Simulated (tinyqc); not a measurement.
Transverse acoustic branch against its sound line: Keating valence-force model of a tetrahedral crystal. Computed by tinyqc, a small Python program. Command: `OMP_NUM_THREADS=1 python tinyqc.py 3013260 3013261 out.jsonl keating walk`. One thread of a shared host (Intel(R) Xeon(R) Processor @ 2.30GHz), about 0.03 s of CPU time with the checks.

Atom A sits at 0 and atom B at a/4 (1,1,1) of an fcc lattice; the four bonds from A are t = a/4 (1,1,1), a/4 (1,-1,-1), a/4 (-1,1,-1), a/4 (-1,-1,1), of length d = sqrt(3) a/4. Energy: E = (3 alpha/(8 d^2)) sum over bonds (r.r - d^2)^2 + (3 beta/(8 d^2)) sum over pairs of bonds at one atom (r_i.r_j + d^2/3)^2, with beta_A for the six pairs at A and beta_B for the six at B. The cell holds two atoms, Omega = a^3/4. 1 N/m = 1 J/m^2. With constants fitted to the elastic moduli this model puts optical and zone-boundary frequencies of real crystals too high, by up to about 20 % in elemental crystals and up to about 50 % in compounds, and mostly by more for TA modes; in compounds the lattice part of the static dielectric constant then comes out too low.

Inputs (values chosen for the exercise, modelled on gallium phosphide):

| quantity | value | unit |
|---|---|---|
| lattice constant a | 5.451 | angstrom |
| mass M_A | 69.72 | u |
| mass M_B | 30.97 | u |
| bond stretching alpha | 46.5 | N/m |
| bond bending beta_A | 10.9 | N/m |
| bond bending beta_B | 10.9 | N/m |

Structure: zinc blende.

Constants: nu for 1 eV/(angstrom^2 u) = 15.6333042 THz; 1 eV/angstrom^2 = 16.02176634 J/m^2; u = 1.6605390666e-27 kg.

Method:
- beta = (beta_A + beta_B)/2; C11 = (alpha + 3 beta)/a, C12 = (alpha - beta)/a, C44 = 4 alpha beta/(a (alpha + beta)); with the two sublattices clamped C44(0) = (alpha + beta)/a; internal-strain parameter zeta = (alpha - beta)/(alpha + beta); B = (C11 + 2 C12)/3.
- With displacements u exp(i q.r), each bracket changes by g.u, where g = (g_A, g_B): bond t, g = (-2 t, 2 t exp(i q.t)); pair (i, j) at A, g = (-(t_i + t_j), t_i exp(i q.t_j) + t_j exp(i q.t_i)); pair at B, g = (-t_i exp(-i q.t_j) - t_j exp(-i q.t_i), t_i + t_j). Then D_mn = sum over the 4 bonds and 12 pairs of (4 k/a^2) conj(g_m) g_n / sqrt(M_m M_n), with k = alpha or beta converted to eV/angstrom^2. Only the short-range forces enter; the Coulomb field of the charges is left out.
- An eigenvalue lambda of D in eV/(angstrom^2 u) gives nu = 15.6333042 THz x sqrt(lambda).
- The sound line is nu = v q/(2 pi) with v = sqrt(C44/rho), rho = (M_A + M_B)/Omega; the clamped line uses C44(0).

C44 = 64.7965 GPa

clamped C44(0) = 105.302 GPa

Frequencies (THz) along G-X:

| q (2 pi/a) | lowest branch | sound line, relaxed C44 | sound line, clamped C44(0) | third-lowest frequency | highest frequency |
|---|---|---|---|---|---|
| 0.05 | 0.3631 | 0.3634 | 0.4632 | 0.5438 | 12.776 |
| 0.15 | 1.0839 | 1.0901 | 1.3896 | 1.6231 | 12.743 |
| 0.30 | 2.1302 | 2.1802 | 2.7793 | 3.1908 | 12.631 |
| 0.45 | 3.0969 | 3.2702 | 4.1689 | 4.6466 | 12.442 |
| 0.60 | 3.9339 | 4.3603 | 5.5585 | 5.9283 | 12.185 |
| 0.75 | 4.5781 | 5.4504 | 6.9482 | 6.9542 | 11.932 |
| 0.90 | 4.9577 | 6.5405 | 8.3378 | 7.5973 | 11.779 |
| 1.00 | 5.0332 | 7.2672 | 9.2642 | 7.7314 | 11.747 |

At small q the branch follows the relaxed line (0.999 of it, against 0.784 of the clamped one): in a long shear wave the sublattices shift against each other. At X it reaches 69 % of the relaxed line. Real tetrahedral semiconductors have flatter TA branches than a Keating model fitted to their elastic constants, which needs longer-ranged terms to mend.

Extremes, crossings and ranges named in words are read from the listed rows.
